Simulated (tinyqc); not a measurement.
Field, mass and barrier from the scaled variables.

Question. A barrier edge falls as U0 - F x over a width d with F = V/d. With e = (C F^2/m1)^(1/3), C = hbar^2/(2 m0), the Airy arguments at its edges are z1 = (U0 - E)/e and z2 = (U0 - V - E)/e. Find e, m1 and U0.

Values chosen for this exercise:

| symbol | value | unit | meaning |
|---|---|---|---|
| E | 0.18 | eV | electron energy |
| d | 2.9 | nm | barrier width |
| V | 0.34 | V | voltage across the barrier |

Constants: q = 1.602176634e-19 C, hbar = 1.054571817e-34 J s, m0 = 9.1093837015e-31 kg, hbar^2/(2 m0) = 0.0380998212 eV nm^2. Results are converted to the units shown.

z1 and z2: 3.4048500  0.71264302

Answer. z1 - z2 = V/e gives e, its definition gives m1, and U0 = E + z1 e.

e = 0.126 eV
m1 = 0.260 m0
U0 = 0.610 eV

tinyqc, about 0.01 s, one thread, Intel Xeon 2.30GHz (shared host): `OMP_NUM_THREADS=1 python tinyqc.py 2580108 2580109 out.jsonl`
